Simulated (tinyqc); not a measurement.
Virtual-crystal alloy in the empirical-pseudopotential method: sweeps and comparisons. A value that a table varies takes the place of the one given here.

Empirical pseudopotential on the fcc lattice, atoms at +/- tau, tau = a (1,1,1)/8, no spin-orbit coupling. H(G,G') = c (2 pi/a)^2 |k + G|^2 delta + VS(q) cos(q.tau) + i VA(q) sin(q.tau), q = G - G', c = hbar^2/2m0; k and G in units of 2 pi/a; VS at |q|^2 = 3, 8, 11 and VA at 3, 4, 11, in rydberg, zero elsewhere. At each k the basis holds all G with |k + G|^2 up to 16; energies are counted from the fourth level at Gamma.

Virtual crystal A(1-x)B(x): a = (1 - x) a_A + x a_B. Rule linear: V = (1 - x) V_A + x V_B. Rule volume: V = [(1 - x) a_A^3 V_A + x a_B^3 V_B]/a^3, since a form factor is an atomic potential divided by the cell volume.

Constants: hbar^2/2m0 = 3.80998211 eV angstrom^2; Ry = 13.60569312 eV.

Values chosen for the exercise (classic local form factors of the size used for GaP (A) and InP (B), which place X and L only to a few tenths of an eV; shifted at random, so the results belong to these values and not to a real crystal):
```
symbol  value                   unit      meaning
a       (5.449, 5.866)          angstrom  lattice constants of A, B
VSA     (-0.223, 0.031, 0.07)   Ry        symmetric form factors of A
VAA     (0.119, 0.071, 0.02)    Ry        antisymmetric form factors of A
VSB     (-0.233, 0.009, 0.061)  Ry        symmetric form factors of B
VAB     (0.071, 0.051, 0.011)   Ry        antisymmetric form factors of B
rule    linear                            mixing rule
```

## Gaps across the alloy

Gaps from the valence top to the fifth band at Gamma, at L = (1/2,1/2,1/2) and at the lowest of k = (f,0,0), f = 0.70, 0.75, ..., 1.00. Bowing C = 4 [(E(0) + E(1))/2 - E(1/2)].

Gaps (eV):
```
x      Gamma  Delta/X  f of the minimum      L   lowest
0.000  2.692    2.221              1.00  2.637  Delta/X
0.167  2.546    2.255              1.00  2.555  Delta/X
0.333  2.385    2.284              1.00  2.465  Delta/X
0.500  2.209    2.306              1.00  2.368    Gamma
0.667  2.015    2.322              0.95  2.264    Gamma
0.833  1.802    2.329              0.90  2.151    Gamma
1.000  1.571    2.329              0.90  2.032    Gamma
```

bowing (eV): Gamma -0.309, Delta/X -0.125, L -0.135

The lowest valley changes: Delta/X to Gamma between x = 0.333 and 0.500. From A to B the Gamma gap moves by -1.12 eV, L by -0.60 eV and Delta/X by +0.11 eV; a move of Delta/X below about 0.4 eV is within the error of such form factors, sign included. The virtual crystal holds no disorder and no bond relaxation, so its bowing comes from the non-linear dependence on the mean potential and volume alone, and it may differ from measured bowing, which is positive in these alloys, in size and even in sign; crossings move with it.

## Two mixing rules

Gaps from the valence top to the fifth band at Gamma, at L = (1/2,1/2,1/2) and at the lowest of k = (f,0,0), f = 0.70, 0.75, ..., 1.00. Both rules agree at the ends.

Gaps (eV):
```
x     Gamma, linear  Delta/X, linear  L, linear  Gamma, volume  Delta/X, volume  L, volume
0.25          2.467            2.270      2.511          2.423            2.261      2.481
0.50          2.209            2.306      2.368          2.145            2.295      2.327
0.75          1.911            2.327      2.208          1.859            2.318      2.177
```

At x = 0.5 the volume rule moves Gamma by -64 meV, Delta/X by -12 meV and L by -42 meV, that is the bowing by -4 times these; the lattice constants differ by 7.7 %, and the rules would coincide for equal ones.

tinyqc: `OMP_NUM_THREADS=1 python tinyqc.py 1051575 1051576 out.jsonl`; about 0.3 s, one thread, shared Intel(R) Xeon(R) Processor @ 2.30GHz.
